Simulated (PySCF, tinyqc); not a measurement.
Worked calculation: CCSD on RHF in the sto-6g basis, frozen core, for Li-, spin multiplicity 1. The basis has no diffuse functions, so it cannot describe the extra electron: this is an exercise in the method, not the real anion. The lowest restricted solution is unstable here: a spin-polarised one lies 0.0049 hartree lower (PySCF). Computed by tinyqc, a small Python program that keeps every step (integrals from PySCF). Settings: charge = -1, multiplicity = 1, basis = sto-6g, method = RHF, frozen orbitals = 1, energy threshold = 1e-10, iteration cap = 57, orthogonalisation = symmetric, start = atomic densities, DIIS depth = 6, amplitude equations = CCSD, DIIS depth for amplitudes = 0, cap on updates = 62. Command: `OMP_NUM_THREADS=1 python tinyqc.py 31436 31437 out.jsonl` (the two numbers bound the seeds that draw the settings). One thread of a shared host (Intel(R) Xeon(R) Processor @ 2.60GHz), about 0.2 s of CPU time with the checks. The early iterations of the SCF are left out here.

## One-electron integrals

Geometry (angstrom):
```
atom         x         y         z
Li    0.000000  0.000000  0.000000
```

Basis sto-6g: exponents (1/bohr^2) and contraction coefficients of normalised primitives:
```
element  l (shell)    exponent  coefficient
Li           s (1)  167.175846     0.009164
Li           s (1)   30.651508     0.049361
Li           s (1)    8.575187     0.168538
Li           s (1)    2.945808     0.370563
Li           s (1)    1.143944     0.416492
Li           s (1)    0.471139     0.130334
Li           s (2)    6.597564    -0.013253
Li           s (2)    1.305830    -0.046992
Li           s (2)    0.405851    -0.033785
Li           s (2)    0.156146     0.250242
Li           s (2)    0.067814     0.595117
Li           s (2)    0.031084     0.240706
Li           p (3)    6.597564     0.003760
Li           p (3)    1.305830     0.037679
Li           p (3)    0.405851     0.173897
Li           p (3)    0.156146     0.418036
Li           p (3)    0.067814     0.425860
Li           p (3)    0.031084     0.101708
```

Overlap, kinetic and nuclear-attraction integrals over the contracted functions; the nuclear repulsion is the sum of Za Zb / Rab.

nuclear repulsion = 0 hartree

overlap S, order 1Li 1s, 1Li 2s, 1Li 2px, 1Li 2py, 1Li 2pz:
```
[[1.000000, 0.235742, 0.000000, 0.000000, 0.000000],
 [0.235742, 1.000000, 0.000000, 0.000000, 0.000000],
 [0.000000, 0.000000, 1.000000, 0.000000, 0.000000],
 [0.000000, 0.000000, 0.000000, 1.000000, 0.000000],
 [0.000000, 0.000000, 0.000000, 0.000000, 1.000000]]
```

kinetic energy T (hartree), order 1Li 1s, 1Li 2s, 1Li 2px, 1Li 2py, 1Li 2pz:
```
[[3.616742, -0.110723, 0.000000, 0.000000, 0.000000],
 [-0.110723, 0.106524, 0.000000, 0.000000, 0.000000],
 [0.000000, 0.000000, 0.320007, 0.000000, 0.000000],
 [0.000000, 0.000000, 0.000000, 0.320007, 0.000000],
 [0.000000, 0.000000, 0.000000, 0.000000, 0.320007]]
```

nuclear attraction V (hartree), order 1Li 1s, 1Li 2s, 1Li 2px, 1Li 2py, 1Li 2pz:
```
[[-8.067144, -0.828362, 0.000000, 0.000000, 0.000000],
 [-0.828362, -1.200045, 0.000000, 0.000000, 0.000000],
 [0.000000, 0.000000, -1.199992, 0.000000, 0.000000],
 [0.000000, 0.000000, 0.000000, -1.199992, 0.000000],
 [0.000000, 0.000000, 0.000000, 0.000000, -1.199992]]
```

core Hamiltonian H = T + V (hartree), order 1Li 1s, 1Li 2s, 1Li 2px, 1Li 2py, 1Li 2pz:
```
[[-4.450402, -0.939085, 0.000000, 0.000000, 0.000000],
 [-0.939085, -1.093522, 0.000000, 0.000000, 0.000000],
 [0.000000, 0.000000, -0.879985, 0.000000, 0.000000],
 [0.000000, 0.000000, 0.000000, -0.879985, 0.000000],
 [0.000000, 0.000000, 0.000000, 0.000000, -0.879985]]
```

## Two-electron integrals

Functions are numbered as in S; the eight-fold symmetry (ij|kl) = (ji|kl) = (kl|ij) leaves the list below.

Two-electron integrals (ij|kl) in chemists' order, unique and non-zero (hartree):
```
(11|11) 1.681247   (21|11) 0.242603   (21|21) 0.044507   (22|11) 0.397190
(22|21) 0.090279   (22|22) 0.290625   (31|31) 0.009437   (32|31) 0.014261
(32|32) 0.064236   (33|11) 0.397190   (33|21) 0.090279   (33|22) 0.290625
(33|33) 0.313125   (41|41) 0.009437   (42|41) 0.014261   (42|42) 0.064236
(43|43) 0.016875   (44|11) 0.397190   (44|21) 0.090279   (44|22) 0.290625
(44|33) 0.279374   (44|44) 0.313125   (51|51) 0.009437   (52|51) 0.014261
(52|52) 0.064236   (53|53) 0.016875   (54|54) 0.016875   (55|11) 0.397190
(55|21) 0.090279   (55|22) 0.290625   (55|33) 0.279374   (55|44) 0.279374
(55|55) 0.313125
```

## Orthogonalisation

S = U s U^T; symmetric (Loewdin) form X = U s^(-1/2) U^T, so that X^T S X = 1.

eigenvalues of S: [0.764258, 1.000000, 1.000000, 1.000000, 1.235742]

X, order 1Li 1s, 1Li 2s, 1Li 2px, 1Li 2py, 1Li 2pz:
```
[[1.021726, -0.122153, 0.000000, 0.000000, 0.000000],
 [-0.122153, 1.021726, 0.000000, 0.000000, 0.000000],
 [0.000000, 0.000000, 1.000000, 0.000000, 0.000000],
 [0.000000, 0.000000, 0.000000, 1.000000, 0.000000],
 [0.000000, 0.000000, 0.000000, 0.000000, 1.000000]]
```

## Iteration 3 (converged): orbitals

converged F (hartree), order 1Li 1s, 1Li 2s, 1Li 2px, 1Li 2py, 1Li 2pz:
```
[[-1.997339, -0.520799, 0.000000, 0.000000, 0.000000],
 [-0.520799, -0.036867, 0.000000, 0.000000, 0.000000],
 [0.000000, 0.000000, 0.415565, 0.000000, 0.000000],
 [0.000000, 0.000000, 0.000000, 0.415565, 0.000000],
 [0.000000, 0.000000, 0.000000, 0.000000, 0.415565]]
```

Diagonalise F' = X^T F X, C = X C', fill 2 alpha and 2 beta electrons from the bottom; D = 2 C_occ C_occ^T. Each column has its largest component positive (the first on a tie).

F' = X^T F X (hartree):
```
[[-1.955620, -0.297562, 0.000000, 0.000000, 0.000000],
 [-0.297562, 0.061709, 0.000000, 0.000000, 0.000000],
 [0.000000, 0.000000, 0.415565, 0.000000, 0.000000],
 [0.000000, 0.000000, 0.000000, 0.415565, 0.000000],
 [0.000000, 0.000000, 0.000000, 0.000000, 0.415565]]
```

orbital energies (hartree): [-1.998595, 0.104685, 0.415565, 0.415565, 0.415565]

coefficients C, order 1Li 1s, 1Li 2s, 1Li 2px, 1Li 2py, 1Li 2pz:
```
[[0.993772, -0.266948, 0.000000, 0.000000, 0.000000],
 [0.025150, 1.028694, 0.000000, 0.000000, 0.000000],
 [0.000000, 0.000000, 1.000000, 0.000000, 0.000000],
 [0.000000, 0.000000, 0.000000, 1.000000, 0.000000],
 [0.000000, 0.000000, 0.000000, 0.000000, 1.000000]]
```

D after iteration 3, order 1Li 1s, 1Li 2s, 1Li 2px, 1Li 2py, 1Li 2pz:
```
[[2.117689, -0.499229, 0.000000, 0.000000, 0.000000],
 [-0.499229, 2.117689, 0.000000, 0.000000, 0.000000],
 [0.000000, 0.000000, 0.000000, 0.000000, 0.000000],
 [0.000000, 0.000000, 0.000000, 0.000000, 0.000000],
 [0.000000, 0.000000, 0.000000, 0.000000, 0.000000]]
```

Within a degenerate level the vectors are fixed only up to a rotation; this is one choice.

## Convergence

Stop when the energy changes by less than 1e-10 hartree and every element of the error matrix X^T (F D S - S D F) X is below 3e-06.

Course of the cycle:
```
iteration  E (hartree)    change  largest element of the error matrix
1          -8.73569675         -                             1.18e-01
2          -7.29524605  1.44e+00                             4.35e-16
3          -7.29524605  0.000000                             4.35e-16
```

PySCF RHF in the same basis = -7.29524605 hartree

Converged in 3 iterations.

## Integrals over molecular orbitals

(pq|rs) = sum C_ip C_jq C_kr C_ls (ij|kl), one index at a time.

one-electron integrals over orbitals h = C^T H C (hartree):
```
[[-4.442777, 0.198624, 0.000000, 0.000000, 0.000000],
 [0.198624, -0.958559, 0.000000, 0.000000, 0.000000],
 [0.000000, 0.000000, -0.879985, 0.000000, 0.000000],
 [0.000000, 0.000000, 0.000000, -0.879985, 0.000000],
 [0.000000, 0.000000, 0.000000, 0.000000, -0.879985]]
```

Two-electron integrals over orbitals (pq|rs), unique and non-zero (hartree); the lowest 1 orbital is frozen and left out:
```
(22|22) 0.283384   (32|32) 0.060815   (33|22) 0.286264   (33|33) 0.313125
(42|42) 0.060815   (43|43) 0.016875   (44|22) 0.286264   (44|33) 0.279374
(44|44) 0.313125   (52|52) 0.060815   (53|53) 0.016875   (54|54) 0.016875
(55|22) 0.286264   (55|33) 0.279374   (55|44) 0.279374   (55|55) 0.313125
```

## CCSD: starting amplitudes

t_ij^ab = <ij||ab> / (e_i + e_j - e_a - e_b), whose energy is MP2.

Starting amplitudes (spin orbitals 1a, 1b, ...; amplitudes related by a flip of all spins are not repeated):
```
from      to          t
2a 2b  3a 3b  -0.097812
2a 2b  4a 4b  -0.097812
2a 2b  5a 5b  -0.097812
```

correlation energy = -0.01784538 hartree

## CCSD: amplitude update 1

t_i^a D_i^a and t_ij^ab D_ij^ab are set to the remaining terms of the spin-orbital equations, evaluated with the old amplitudes; for the doubles these are <ij||ab> + 1/2 <ab||ef> t_ij^ef + 1/2 <mn||ij> t_mn^ab + P(ij)P(ab) <mb||ej> t_im^ae + terms in t^2 + terms with t1, D the orbital-energy denominators.

Amplitudes after update 1 (spin orbitals 1a, 1b, ...; amplitudes related by a flip of all spins are not repeated):
```
from      to          t
2a 2b  4a 4b  -0.156855
2a 2b  3a 3b  -0.156855
2a 2b  5a 5b  -0.156855
```

correlation energy = -0.02861763 hartree

## CCSD: amplitude update 2

As before.

Amplitudes after update 2 (spin orbitals 1a, 1b, ...; amplitudes related by a flip of all spins are not repeated):
```
from      to          t
2a 2b  4a 4b  -0.189779
2a 2b  3a 3b  -0.189779
2a 2b  5a 5b  -0.189779
```

correlation energy = -0.03462442 hartree

## CCSD: convergence

E_corr = 1/4 sum <ij||ab> t_ij^ab + 1/2 sum <ij||ab> t_i^a t_j^b; stop when the norm of the change is below 1e-8.

Course of the amplitude iterations:
```
update  correlation energy (hartree)  norm of the change
0                        -0.01784538                   -
1                        -0.02861763            2.05e-01
2                        -0.03462442            1.14e-01
3                        -0.03781180            6.05e-02
4                        -0.03945599            3.12e-02
5                        -0.04029136            1.59e-02
6                        -0.04071246            8.00e-03
7                        -0.04092387            4.01e-03
8                        -0.04102980            2.01e-03
9                        -0.04108283            1.01e-03
10                       -0.04110935            5.04e-04
11                       -0.04112262            2.52e-04
12                       -0.04112925            1.26e-04
13                       -0.04113257            6.30e-05
14                       -0.04113423            3.15e-05
15                       -0.04113506            1.58e-05
16                       -0.04113547            7.88e-06
17                       -0.04113568            3.94e-06
18                       -0.04113578            1.97e-06
19                       -0.04113584            9.85e-07
20                       -0.04113586            4.92e-07
21                       -0.04113588            2.46e-07
22                       -0.04113588            1.23e-07
23                       -0.04113588            6.16e-08
24                       -0.04113589            3.08e-08
25                       -0.04113589            1.54e-08
26                       -0.04113589            7.69e-09
```

Converged amplitudes (spin orbitals 1a, 1b, ...; amplitudes related by a flip of all spins are not repeated):
```
from      to          t
2a 2b  3a 3b  -0.225469
2a 2b  4a 4b  -0.225469
2a 2b  5a 5b  -0.225469
```

CCSD total energy = -7.33638194 hartree

T1 diagnostic, norm of the one-spin t1 over sqrt(correlated electrons) = 0.000000

Converged in 26 updates.
